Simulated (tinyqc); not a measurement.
What moves the results: Stoner model of a band ferromagnet. A value that a table varies takes the place of the one given here.

Density of states per atom and spin: two humps, D(e) = (M/W) [1 - sp cos(4 pi e/W)]. Levels e -/+ I m/2 for up and down spin, m = n_up - n_down, n_up + n_down = nd. At zero temperature e(N) is the energy below which N states lie, and E(m) = sum over spins of integral e D de - I m^2/4.

Constants: kB = 8.617333262e-05 eV/K.

Values chosen for the exercise: W = 3.8 eV (band width, e from -W/2 to W/2); M = 5 (states per atom and spin); nd = 2.56 (electrons per atom); sp = 0.56 (shape parameter); I = 0.6 eV (Stoner parameter).

## Moment against temperature

Fermi-Dirac occupations on 600 equal energy intervals; m is iterated from saturation until it changes by less than 1e-7 or for 400 rounds; the paramagnet is unstable while I times the mean of D weighted by -df/de exceeds 1.

Results:
```
T/Tc  T (K)  m (muB)  I D(T) of the paramagnet
0.10    248    1.952                     1.227
0.30    743    1.878                     1.200
0.50   1238    1.714                     1.152
0.65   1609    1.511                     1.108
0.80   1981    1.199                     1.062
0.90   2229    0.874                     1.030
0.95   2352    0.627                     1.015
1.10   2724    0.000                     0.971
```

Tc (from I D(T) = 1) = 2.48e+03 K

How do the results move?

kB Tc = 0.213 eV, 0.18 of the exchange splitting at zero temperature. m keeps 0.88 of its first value at half Tc and 0.45 at 0.9 Tc. The model knows only Stoner excitations; spin waves and local moments bring the ordering temperature below the Stoner value.

## Moment against the Stoner parameter

Lowest state for each I.

Results:
```
I (eV)  I D(EF)  m (muB)  E - E(0) (meV)
0.30      0.616    0.000             0.0
0.39      0.800    0.000             0.0
0.44      0.903    0.000             0.0
0.49      1.005    0.369             0.0
0.54      1.108    1.493           -15.7
0.61      1.252    2.013           -72.1
0.74      1.518    2.447          -237.8
0.88      1.806    2.560          -464.2
```

What can be read from the table?

A moment first appears at I = 0.49 eV of those listed, where I D(EF) = 1.005. It is saturated at 2.560 from I = 0.88 eV on.

## Moment against band filling

Rigid band, I fixed: a Slater-Pauling curve.

Results:
```
nd   I D(EF)  m (muB)  m_max
3.0    1.196    1.669    3.0
4.0    0.891    0.000    4.0
5.0    0.347    0.000    5.0
6.0    0.891    0.000    4.0
6.5    1.085    0.950    3.5
7.0    1.196    1.669    3.0
7.5    1.232    1.966    2.5
8.0    1.196    1.669    2.0
8.5    1.085    0.950    1.5
9.0    0.891    0.000    1.0
9.5    0.603    0.000    0.5
```

What can be read from the table?

Magnetic fillings among those listed: 3.0, 6.5, 7.0, 7.5, 8.0 and 8.5; the largest moment is 1.97 at nd = 7.5. No listed filling is saturated.

## What moves the moment

Lowest state for each case. Each row changes one parameter from the base and keeps the others.

Results:
```
case          I D(EF)  m (muB)  E - E(0) (meV)
base            1.231    1.961           -62.2
W = 3.496 eV    1.338    2.191          -109.4
I = 0.648 eV    1.330    2.175          -113.9
nd = 2.26       1.223    1.890           -56.2
sp = 0.66       1.310    2.127           -96.9
```

What can be read from the table?

The largest shifts from the base row, up to three for each result and ties (the steps differ in size, so this ranks the rows, not the parameters). I D(EF): W +0.107, I +0.098, sp +0.079. m (muB): W +0.229, I +0.214, sp +0.166. E - E(0) (meV): I -51.7, W -47.2, sp -34.7.

Run: tinyqc, `OMP_NUM_THREADS=1 python tinyqc.py 1680415 1680416 out.jsonl`; Intel(R) Xeon(R) Processor @ 2.30GHz, one thread, shared host; about 0.4 s of CPU time with all checks.
